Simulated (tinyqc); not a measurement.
A chain with uneven site energies and dephasing by Buettiker voltage probes: one step of the calculation.

Sites 1 to 6 form a chain with hopping -t. Lead L joins site 1 and lead R site 6, both semi-infinite chains with hopping -t and site energy 0. Every site carries a probe with self-energy -i Gamma_p/2 that draws no net current. Linear response at zero temperature: mu_L = 1, mu_R = 0 in units of the bias.

Task. Probe potentials and effective transmission. No current into probe p: W mu = T_pL with W_pp = T_pL + T_pR + sum_q T_pq and W_pq = -T_pq. Then T_eff = T_RL + sum_p T_pR mu_p, and the resistance is (h/2q^2)/T_eff.

Constants: q = 1.602176634e-19 C, h = 6.62607015e-34 J s. Results are converted to the units shown.

T_RL = 0.028428659

| probe | T_pL | T_pR |
|---|---|---|
| 1 | 0.37887177 | 0.01356656 |
| 2 | 0.14268685 | 0.04930769 |
| 3 | 0.11939105 | 0.04248926 |
| 4 | 0.08778385 | 0.08716913 |
| 5 | 0.03359290 | 0.26492983 |
| 6 | 0.01356656 | 0.50812960 |

T_pq:

|  | 1 | 2 | 3 | 4 | 5 | 6 |
|---|---|---|---|---|---|---|
| 1 | 0.00000000 | 0.06809219 | 0.05697510 | 0.04189170 | 0.01603101 | 0.00647415 |
| 2 | 0.06809219 | 0.00000000 | 0.20707613 | 0.15225547 | 0.05826474 | 0.02353033 |
| 3 | 0.05697510 | 0.20707613 | 0.00000000 | 0.13120108 | 0.05020770 | 0.02027648 |
| 4 | 0.04189170 | 0.15225547 | 0.13120108 | 0.00000000 | 0.10300395 | 0.04159834 |
| 5 | 0.01603101 | 0.05826474 | 0.05020770 | 0.10300395 | 0.00000000 | 0.12642827 |
| 6 | 0.00647415 | 0.02353033 | 0.02027648 | 0.04159834 | 0.12642827 | 0.00000000 |

Give: W; mu_p; T_eff; resistance.

Result.

W:

|  | 1 | 2 | 3 | 4 | 5 | 6 |
|---|---|---|---|---|---|---|
| 1 | 0.5819 | -0.0681 | -0.0570 | -0.0419 | -0.0160 | -0.0065 |
| 2 | -0.0681 | 0.7012 | -0.2071 | -0.1523 | -0.0583 | -0.0235 |
| 3 | -0.0570 | -0.2071 | 0.6276 | -0.1312 | -0.0502 | -0.0203 |
| 4 | -0.0419 | -0.1523 | -0.1312 | 0.6449 | -0.1030 | -0.0416 |
| 5 | -0.0160 | -0.0583 | -0.0502 | -0.1030 | 0.6525 | -0.1264 |
| 6 | -0.0065 | -0.0235 | -0.0203 | -0.0416 | -0.1264 | 0.7400 |

| probe | mu_p |
|---|---|
| 1 | 0.8244 |
| 2 | 0.5958 |
| 3 | 0.5936 |
| 4 | 0.5041 |
| 5 | 0.2766 |
| 6 | 0.1364 |

T_eff = 0.2807
resistance = 45.98 kohm

Numbers from tinyqc (`OMP_NUM_THREADS=1 python tinyqc.py 2700028 2700029 out.jsonl`; about 0.01 s on one thread of a shared Intel Xeon 2.30GHz).
